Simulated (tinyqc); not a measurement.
# n-type polysilicon, carrier trapping at grain boundaries: effect of the doping

One-dimensional grains of size Lg, uniform ionised doping N, monovalent traps Qt at each boundary at a depth Et below (for electrons) or above (for holes) the band edge there, abrupt depletion of width W on each side of a boundary, Boltzmann statistics. xi is the distance from the band edge at the grain centre to the Fermi level. Trapped charge Qt/(1 + exp((xi + VB - Et)/Vt)) = 2 N W, barrier VB = q N W^2/(2 eps0 eps_r).

If the trap equation with xi = Vt ln(NB/N) has a root W < Lg/2, the grain is partly depleted; otherwise W = Lg/2 and the trap equation gives xi = Et - VB + Vt ln(Qt/(N Lg) - 1). N* = Qt/Lg. n0 = NB exp(-xi/Vt); mean density n0 (1 - 2 W/Lg) by charge balance in a partly depleted grain, and n0 (sqrt(pi)/2) erf(u)/u with u = sqrt(VB/Vt) in a fully depleted one; v = sqrt(kB T/(2 pi ms m0)); barrier resistivity Vt exp(VB/Vt)/(q fe n0 v Lg); grain resistivity (1 - 2 W/Lg)/(q n0 mug); effective mobility 1/(q mean density total resistivity). Rows with xi above 0.45 V, towards mid-gap, are left out, since the other carrier type is ignored.

Inputs (values chosen for the exercise); values of the order met in polycrystalline silicon: temperature T = 350 K; relative permittivity eps_r = 11.7; conduction-band density of states at T NB = 3.53e19 cm^-3; grain size Lg = 55 nm; trap density of a grain boundary Qt = 5.6e11 cm^-2; depth of the trap level from the majority band edge at the boundary Et = 0.41 eV; mass for thermionic emission ms = 0.56 m0; correction factor of the emission rate fe = 0.5; mobility inside the grains mug = 43 cm^2/(V s).

Constants: q = 1.602176634e-19 C, kB = 1.380649e-23 J/K, m0 = 9.1093837015e-31 kg, Vt = kB T/q, eps0 = 8.8541878128e-14 F/cm where lengths are in cm. Results are converted to the units shown.

Effect of the doping:
columns A: N (cm^-3); B: N/N*; C: depleted share 2 W/Lg; D: VB (V); E: xi (V); F: mean density (cm^-3); G: resistivity (ohm cm); H: effective mobility (cm^2/(V s))
```
A            B        C         D        E         F        G      H
2.2e16  0.2161    1.000   0.01287   0.4360  1.627e13     1452  264.3
4.7e16  0.4616    1.000   0.02749   0.3872  7.180e13    466.7  186.3
9.9e16  0.9723    1.000   0.05790   0.2448  6.412e15    11.39  85.46
2.1e17   2.062   0.4846   0.02884   0.1546  1.082e17   0.5747  100.3
4.4e17   4.321   0.2314   0.01377   0.1323  3.382e17   0.3168  58.25
9.2e17   9.036   0.1107  0.006589   0.1100  8.182e17   0.1642  46.47
1.9e18   18.66  0.05359  0.003191  0.08813  1.798e18  0.08262  42.01
4.1e18   40.27  0.02483  0.001479  0.06493  3.998e18  0.03904  39.99
```

What does the table show?

As N goes from 2.2e16 to 4.1e18, VB goes from 0.0129 through a maximum of 0.0579 (at N = 9.9e16 among the rows listed) to 0.00148 V, the resistivity falls from 1450 to 0.0390 ohm cm and the effective mobility moves up and down between 40.0 and 264 cm^2/(V s). The steepest fall of the resistivity among the rows, as N^(-5.0), lies between N = 4.7e16 and 9.9e16 cm^-3; N* = 1.02e17 cm^-3. While the grain is fully depleted VB grows as N; once the traps are full it falls as 1/N. For N = 4.1e18 xi is under 2.5 Vt, where Boltzmann statistics begin to fail. For N = 2.2e16, 4.7e16, 2.1e17, 4.4e17, 9.2e17, 1.9e18, 4.1e18 VB is below Vt, where abrupt depletion and thermionic emission are rough. For N = 9.9e16, 2.1e17 the grain is near the changeover between partial and full depletion, within a few Debye lengths, where both limits are rough. For N = 2.2e16, 4.7e16, 9.9e16, 2.1e17, 4.4e17, 9.2e17 the effective mobility exceeds mug, since drift through the depleted part of the grain is left out.

Program tinyqc, `OMP_NUM_THREADS=1 python tinyqc.py 2830068 2830069 out.jsonl`; Intel Xeon 2.30GHz, shared host, one thread, about 0.01 s.
